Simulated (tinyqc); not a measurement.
# Off-state leakage of single and stacked transistors: effects of single changes

n-channel devices of unit width. Subthreshold current I(Vg, Vs, Vd) = I0 (T/300 K)^0.5 exp[(Vg - Vs - VT(T) - gb (Vs - Vb) + dd (Vd - Vs))/(nf Vt)] (1 - exp(-(Vd - Vs)/Vt)), VT(T) = VT - cT (T - 300 K). Gate-edge tunnelling Ig (Vd/1 V) exp(ag (Vd - 1 V)), for a gate at 0 V, and band-to-band leakage Ab u exp(-Bb/u), u = Vd - Vb + 1 V, flow at a drain held at V; both are taken as independent of T. In a stack of off transistors (all gates at 0 V) the same subthreshold current passes through each.

Parameters, values chosen for the exercise; values of the order met in bulk silicon logic transistors:

| symbol | value | unit | meaning |
|---|---|---|---|
| T | 378 | K | temperature |
| V | 1.2 | V | supply voltage |
| VT | 0.4 | V | threshold at 300 K, zero drain and body bias |
| cT | 0.8 | mV/K | fall of the threshold with temperature |
| I0 | 0.17 | uA/um | current at threshold at 300 K |
| nf | 1.51 |  | slope factor |
| dd | 0.04 |  | drain-induced lowering per volt |
| gb | 0.14 |  | rise of the threshold per volt of source-body bias |
| Ig | 0.0001 | uA/um | gate-edge tunnelling current at 1 V |
| ag | 5.3 | 1/V | exponential slope of the gate current |
| Ab | 30 | uA/(um V) | prefactor of band-to-band leakage at the drain |
| Bb | 26 | V | its exponential voltage |
| Vb | -0.3 | V | body voltage |

Constants: q = 1.602176634e-19 C, kB = 1.380649e-23 J/K, Vt = kB T/q. Results are converted to the units shown.

Each table varies one quantity; the others keep the values above.

## Subthreshold current against the height of the stack

All n gates at 0 V, bottom source at 0 V, top drain at V; node voltages follow from equal currents.

Subthreshold current against the height of the stack:
```
n,I (nA/um),reduction factor,drain voltage of the bottom device (mV),source voltage of the top device (mV),voltage across the top device (V)
1,0.2253,1.000,1200,0,1.200
2,0.06895,3.267,49.35,49.35,1.151
3,0.04171,5.401,21.47,70.30,1.130
4,0.03007,7.493,14.04,83.95,1.116
5,0.02356,9.563,10.48,94.12,1.106
6,0.01939,11.62,8.379,102.2,1.098
```

Read the table: what changes, and by how much?

The second transistor cuts the current by a factor of 3.27, the third by a further 1.65 and the sixth by 1.22. The top device keeps 91.5 % of the supply at n = 6, while the drain voltage of the bottom one falls to 0.257 Vt.

## Leakage components against the threshold

Same model as above.

One transistor with Vg = Vs = 0, Vd = V; stack factor I(one)/I(two in series).

The same in every row: gate edge (nA/um) = 0.3464; band-to-band (nA/um) = 2.282; stack factor = 3.267.

Leakage components against the threshold:
```
VT (V),subthreshold (nA/um),total (nA/um),largest part
0.15,36.32,38.95,subthreshold
0.2,13.14,15.77,subthreshold
0.25,4.755,7.384,subthreshold
0.3,1.721,4.349,band-to-band
0.35,0.6226,3.251,band-to-band
0.4,0.2253,2.854,band-to-band
0.45,0.08152,2.710,band-to-band
0.5,0.02950,2.658,band-to-band
0.55,0.01067,2.639,band-to-band
0.6,0.003862,2.633,band-to-band
```

Read the table: what changes, and by how much?

As VT goes from 0.15 to 0.6, the total leakage falls from 38.9 to 2.63 nA/um. The subthreshold part leads at VT = 0.15, the band-to-band part from 0.3 on. The reduction by a stack of two stays at 3.27, for the subthreshold part alone. For VT = 0.15, 0.2 the gate is within about 3 nf Vt of threshold, where the exponential law overstates the current.

tinyqc, about 0.03 s, one thread, Intel Xeon 2.30GHz (shared host): `OMP_NUM_THREADS=1 python tinyqc.py 2242020 2242021 out.jsonl`
